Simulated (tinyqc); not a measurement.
Worked calculation: fitting sp3s* parameters to three gaps by Newton steps. Values are carried at full precision from step to step, so a last printed digit may differ when a step is redone from the rounded ones.

sp3s* tight binding, nearest neighbours only: anion (a) at 0, cation (c) at a/4 (1,1,1), orbitals s, px, py, pz, s* on each; k in units of 2 pi/a. With phases e_j = exp(i (pi/2) k.n_j) for n = (1,1,1), (1,-1,-1), (-1,1,-1), (-1,-1,1): g0 = (e1+e2+e3+e4)/4, g1 = (e1+e2-e3-e4)/4, g2 = (e1-e2+e3-e4)/4, g3 = (e1-e2-e3+e4)/4. The diagonal holds the levels Esa, Epa, Exa (s*) and Esc, Epc, Exc. Anion-cation block: <sa|sc> = Vss g0; <sa|xc> = Vsapc g1; <xa|sc> = -Vscpa g1; <xa|xc> = Vxx g0; <xa|yc> = <ya|xc> = Vxy g3, <xa|zc> = <za|xc> = Vxy g2, <ya|zc> = <za|yc> = Vxy g1; <s*a|xc> = Vxapc g1; <xa|s*c> = -Vpaxc g1; y and z take g2 and g3 in place of g1; s-s* and s*-s* vanish.

Gaps are level 5 at Gamma, X = (1,0,0) and L = (1/2,1/2,1/2) less level 4 at Gamma; no spin-orbit coupling. Free parameters: Vxy, Vxapc and Vpaxc. H is linear in them, so by Hellmann-Feynman J_ij = <u|dH/dp_j|u> for level 5 at point i less the same for level 4 at Gamma. Newton: p(new) = p + J^-1 (target - gaps); stop when all misses are below 1e-7 eV.

Values chosen for the exercise (out of a larger set: near a published set for GaAs, fitted to gaps, whose masses and valley positions are rough; not measured data): p = (-8.36, 1.038, -2.649, 3.667, 8.559, 6.713, -6.446, 1.953, 5.077, 4.473, 5.801, 4.846, 4.796) eV (start, order Esa, Epa, Esc, Epc, Exa, Exc, Vss, Vxx, Vxy, Vsapc, Vscpa, Vxapc, Vpaxc); tg = (1.4229, 1.8951, 1.5928) eV (target gaps at Gamma, X, L).

## Gaps of the starting set

Compute the gaps and the misses.

gaps (eV): Gamma 1.5473, X 2.0120, L 1.6903

target less gap (eV): Gamma -0.1244, X -0.1169, L -0.0975

## The Jacobian

Form J and its singular values.

J:
```
           Vxy    Vxapc    Vpaxc
Gamma   0.0000   0.0000   0.0000
X       0.0000  -0.8537   0.0000
L      -0.2810  -0.2390  -0.1251
```

singular values: 0.8909  0.2948  0.0000

The gap at Gamma answers to none of the three. The smallest singular value is zero: J cannot be inverted.

## Checks

- J by Hellmann-Feynman against central differences: largest difference 2.2e-10.

(tinyqc, `OMP_NUM_THREADS=1 python tinyqc.py 1482351 1482352 out.jsonl`, Intel(R) Xeon(R) Processor @ 2.30GHz, 1 thread, shared host, about 0.01 s.)
